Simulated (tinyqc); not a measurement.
Planar metal-insulator-metal capacitor: capacitance, non-linearity, leakage and relaxation: charge lost after writing.

A film between two metal electrodes, each interface adding a series capacitance ci. The small-signal permittivity is ek (1 + aq E^2); the field is found with the linear permittivity. Leakage J = J0 sinh(E/Ef). After a voltage step the film passes a relaxation current kr C V tt^(-nr), tt being the time in seconds.

Planar film: Cf = eps0 ek/t, 1/C = 1/Cf + 2/ci, EOT = 3.9 eps0/C, effective permittivity C t/eps0, E = (V/t) C/Cf. A capacitor written for t0 and then left open loses, as a share of C V, kr (tt^(1 - nr) - t0^(1 - nr))/(1 - nr) by relaxation and J tt/(C V) by leakage; both are taken as small, and rows far outside that range are left out.

Inputs (values chosen for the exercise); permittivity of the order of that of aluminium oxide:

| symbol | value | unit | meaning |
|---|---|---|---|
| ek | 9.51 |  | relative permittivity of the film |
| t | 7.2 | nm | film thickness |
| ci | 1000 | uF/cm^2 | capacitance of each electrode interface (dead layer and screening) |
| aq | 0.0038 | cm^2/MV^2 | quadratic field coefficient of the permittivity |
| V | 0.8 | V | bias |
| nr | 0.961 |  | exponent of the relaxation current |
| kr | 0.00072 |  | strength of the relaxation |
| J0 | 3.6e-11 | A/cm^2 | leakage prefactor |
| Ef | 0.27 | MV/cm | field for an e-fold rise of the leakage |
| t0 | 1e-8 | s | duration of the write pulse |

Constants: eps0 = 8.8541878128e-14 F/cm where lengths are in cm. Results are converted to the units shown.

The same in every row: leakage current (nA/cm^2) = 1.0920.

Results:
```
tt (s)	relaxation current (nA/cm^2)	loss by relaxation (%)	loss by leakage (%)	total loss (%)
1e-6	3.9211e5	0.17708	1.1699e-7	0.17708
0.0001	4692.5	0.38899	1.1699e-5	0.38900
0.001	513.34	0.51011	1.1699e-4	0.51022
0.01	56.157	0.64260	0.0011699	0.64377
0.1	6.1433	0.78754	0.011699	0.79924
1	0.67205	0.94610	0.11699	1.0631
10	0.073520	1.1196	1.1699	2.2894
```

Estimate the missing row, tt = 1e-5 s.

Computed row:
```
tt (s)	relaxation current (nA/cm^2)	loss by relaxation (%)	loss by leakage (%)	total loss (%)
1e-5	42895	0.27828	1.1699e-6	0.27828
```

With this row back in the table: The two currents are equal at tt = 0.603 s. The loss by relaxation grows from 0.177 to 1.12 %, by 0.101 points over the first decade and 0.173 over the last, while the loss by leakage grows tenfold a decade. Leakage is the larger loss for tt = 10 s.

tinyqc, about 0.01 s, one thread, Intel Xeon 2.30GHz (shared host): `OMP_NUM_THREADS=1 python tinyqc.py 2102131 2102132 out.jsonl`
